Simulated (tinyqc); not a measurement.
Comparisons within one model: hole subbands of a hard-walled well, four-band Luttinger model. A value that a table varies takes the place of the one given here.

Hole energies are counted downwards from the unstrained band edge, c = hbar^2/2m0. After the usual block transformation one block is H = [[P + Q - Zs, R - i S], [R + i S, P - Q + Zs]] in (heavy, light), with P +/- Q = c [(g1 +/- g2) k^2 + (g1 -/+ 2 g2) kz^2], R = sqrt(3) c gR k^2, S = 2 sqrt(3) c g3 k kz, kz = -i d/dz; axial approximation gR = (g2 + g3)/2. Zs = b (e_par - e_perp) is the shear part of the strain (the hydrostatic part shifts all levels alike and is left out). Basis sqrt(2/L) sin(n pi z/L), n = 1 to N, for each component: kz^2 gives (n pi/L)^2 and the heavy-light block is R delta_nm - 2 sqrt(3) c g3 k D_nm with D_nm = 4 n m/(L (n^2 - m^2)) for n + m odd, 0 otherwise. The other block has the same levels. The split-off band is left out, a severe simplification for a spin-orbit splitting near 0.04 eV.

Constants: hbar^2/2m0 = 3.80998211 eV angstrom^2.

Parameters, chosen for this exercise (near those of Si; the results hold for these values, not for the real material): g1 = 4.27 (Luttinger gamma1); g2 = 0.34 (gamma2); g3 = 1.45 (gamma3); L = 165 angstrom (well width along [001]); Zs = 0 eV (shear strain energy); k = 0.03 1/angstrom (wave vector in the plane); Zlist = (-0.0177, -0.0104, -0.0053, -0.0019, 0, 0.0058, 0.0098) eV (shear strain energies (negative: tension in the plane, for b < 0)).

## Which coupling does what

N = 20, at the given k. Diagonal: R = S = 0. Along [100] and [110] gR is g2 and g3 instead of their mean.

Hole energies (meV):

| model | E1 | E2 | E3 | E4 |
|---|---|---|---|---|
| diagonal | 20.31 | 20.77 | 35.64 | 40.82 |
| R alone | 15.22 | 25.86 | 32.32 | 44.15 |
| S alone | 14.85 | 16.00 | 32.66 | 32.93 |
| axial | 11.77 | 17.30 | 33.03 | 33.35 |
| [100] | 14.07 | 16.53 | 32.67 | 33.04 |
| [110] | 9.11 | 17.11 | 33.47 | 34.13 |

What does this show, and why?

The couplings move E1 by -8.54 meV: R alone by -5.09, S alone by -5.46, so S matters more at k L/pi = 1.58 (R grows as k^2 and joins equal n, S as k and joins n of opposite parity). Warping spreads E1 by 4.95 meV between [100] and [110], the hole being heavier along [110]; the axial value lies between them.

## Strain

N = 20. dE is the rise of the top subband from k = 0 to k1 = pi/(4L), m1 = c k1^2/dE (dash if dE is not positive), and the heavy weight is taken at k = pi/L.

Top subband:

| Zs (eV) | HH1 (meV) | LH1 (meV) | dE (meV) | heavy weight | m1 (m0) |
|---|---|---|---|---|---|
| -0.0177 | 22.7 | -10.9 | 0.290 | 0.019 | 0.298 |
| -0.0104 | 15.4 | -3.6 | 0.269 | 0.039 | 0.320 |
| -0.0053 | 10.3 | 1.5 | 0.240 | 0.089 | 0.359 |
| -0.0019 | 6.9 | 4.9 | 0.196 | 0.245 | 0.440 |
| 0.0000 | 5.0 | 6.8 | 0.287 | 0.551 | 0.301 |
| 0.0058 | -0.8 | 12.6 | 0.329 | 0.941 | 0.263 |
| 0.0098 | -4.8 | 16.6 | 0.342 | 0.968 | 0.253 |

What can be read from the table?

HH1 and LH1 cross at Zs = -2 c g2 (pi/L)^2 = -0.0009 eV; for more negative Zs the light hole is on top. Among the rows with HH1 on top, m1 goes from 0.301 to 0.253 m0 as the splitting widens from 2 to 21 meV, against the unmixed 1/(g1 + g2) = 0.217: compression lightens the holes here. m1 describes the neighbourhood of k = 0 only; where HH1 and LH1 lie close, the band may peak further out.

## Size of the sine basis

The four lowest hole energies at the given k for growing N.

Hole energies (meV):

| N | E1 | E2 | E3 | E4 |
|---|---|---|---|---|
| 2 | 12.395 | 19.441 | 38.757 | 46.952 |
| 3 | 11.851 | 17.499 | 34.749 | 36.347 |
| 4 | 11.843 | 17.439 | 33.217 | 33.632 |
| 6 | 11.794 | 17.341 | 33.085 | 33.432 |
| 10 | 11.777 | 17.310 | 33.039 | 33.365 |
| 20 | 11.774 | 17.303 | 33.027 | 33.347 |
| 40 | 11.773 | 17.302 | 33.025 | 33.345 |
| 80 | 11.773 | 17.302 | 33.025 | 33.345 |

Is N = 3 enough for 1 meV in the two lowest levels?

Yes: against N = 80, N = 3 errs by up to 0.20 meV in E1 and E2, always upwards, as a variational basis must. Both are within 0.1 meV of N = 80 from N = 6 on; N = 40 and N = 80 differ by 1.1e-04 meV at most.

## What each parameter does

N = 20; the three lowest hole energies at the given k and the heavy weight of the lowest. Each row changes one parameter from the base and keeps the others.

Results:

| case | E1 (meV) | E2 (meV) | E3 (meV) | heavy weight |
|---|---|---|---|---|
| base | 11.77 | 17.30 | 33.03 | 0.463 |
| g1 = 4.61 | 13.61 | 19.69 | 35.87 | 0.463 |
| g2 = 0.31 | 11.85 | 17.30 | 33.05 | 0.465 |
| g3 = 1.33 | 12.63 | 18.36 | 33.21 | 0.461 |
| L = 155 angstrom | 12.44 | 18.44 | 35.57 | 0.469 |
| Zs = 0.02 eV | -1.55 | 8.71 | 26.87 | 0.957 |
| k = 0.039 1/angstrom | 16.77 | 22.47 | 37.69 | 0.448 |

What does this show?

The largest shifts from the base row, up to three for each result and ties (the steps differ in size, so this ranks the rows, not the parameters). E1 (meV): Zs -13.32, k +5.00, g1 +1.83. E2 (meV): Zs -8.59, k +5.17, g1 +2.39; unchanged at the printed digits by g2. E3 (meV): Zs -6.16, k +4.66, g1 +2.84. heavy weight: Zs +0.495, k -0.015, L +0.006; unchanged at the printed digits by g1.

Computed by tinyqc, a small Python program: `OMP_NUM_THREADS=1 python tinyqc.py 1251730 1251731 out.jsonl` (the numbers bound the seed that draws the inputs); one thread of a shared host (Intel(R) Xeon(R) Processor @ 2.30GHz), about 0.1 s for the whole set of steps.
